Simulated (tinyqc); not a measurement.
Worked calculation: effective mass of the heavy-hole band from tabulated energies. Values are carried at full precision from step to step, so a last printed digit may differ when a step is redone from the rounded ones.

c = hbar^2/2m0. A uniform scatter of up to 0.1 meV has been added to mimic numerical noise.
Constants: hbar^2/2m0 = 3.80998211 eV angstrom^2; kB = 8.617333262e-05 eV/K.

Inputs chosen for the exercise (out of a larger set: band of an eight-band Kane model near GaAs; not measured data): T = 300 K (temperature).

## Finite differences

Energies along [110], from the band edge downward:

| k (1/angstrom) | E (meV) |
|---|---|
| 0.00000 | 0.0000 |
| 0.01500 | 1.2367 |
| 0.03000 | 5.1565 |
| 0.04500 | 11.3032 |
| 0.06000 | 19.3010 |
| 0.07500 | 29.0223 |
| 0.09000 | 39.8966 |
| 0.10500 | 51.5380 |
| 0.12000 | 63.1352 |

reference mass (curvature of the model at k = 0.0001 1/angstrom) = 0.66270 m0

The band is even in k. m = c k^2/E(k) from the points 1, 2, 4 (k = 0 is point 0); Richardson from points 1 and 2: c/m = [16 E(k1) - E(k2)]/(12 k1^2).

m from points 1, 2, 4 (m0): 0.69317  0.66498  0.71063

m by Richardson = 0.70311 m0

Errors against the reference: +4.60, +0.34 and +7.23 % and +6.10 %. The extrapolation does not help: a scatter of 0.1 meV is 8 % of the first energy, and the formula weights that point by 4/3.

## Least squares over all points

Fit E = a k^2 (a = sum k^2 E/sum k^4), then E = a k^2 + b k^4 from the normal equations; E in eV; m = c/a.

sums of k^4, k^6, k^8: 0.00044408  5.0912e-06  6.3264e-08

sums of k^2 E, k^4 E: 0.0020611  2.3193e-05

a, one term = 4.6412 eV angstrom^2

a and b, two terms: 5.663  -89.11

m, one and two terms (m0): 0.82091  0.67282

The parabola over all points errs by +23.9 % because the weights k^4 favour the outer points; the second term brings the error to +1.5 %.

## The non-parabolic form

E (1 + alpha E) = c k^2/m means that y = c k^2/E is a straight line in E with intercept m and slope m alpha. Fit the line by unweighted least squares over points 1 to 8, E in eV.

y (m0): 0.69317  0.66498  0.68257  0.71063  0.73844  0.77352  0.81503  0.86899

m = 0.65818 m0
alpha = 4.697 1/eV

The intercept errs by -0.68 %. The scatter of the first points, divided by small energies, tilts an unweighted line. For this band the scale of alpha is set by Dso = 0.341 eV as well as by the gap.

## Which mass for which use

From the fitted m and alpha: momentum mass at energy E, m (1 + 2 alpha E); curvature mass m (1 + 2 alpha E)^3; thermal factors to first order in alpha kT: density of states Nc (1 + 15 alpha kT/4), conductivity mass m (1 + 5 alpha kT). Take E = 3 kT/2.

alpha kT = 0.1214
momentum mass = 0.89793 m0
curvature mass = 1.67124 m0
factor on Nc = 1.4553
thermal conductivity mass = 1.05776 m0

alpha kT is not small, so first order is only a guide. For a warped valence band one direction does not stand for the whole band.

## Checks

- Two-term fit by normal equations against a least-squares routine: both 5.66274.

Run: tinyqc, `OMP_NUM_THREADS=1 python tinyqc.py 1881212 1881213 out.jsonl`; Intel(R) Xeon(R) Processor @ 2.30GHz, one thread, shared host; about 0.01 s of CPU time with all checks.
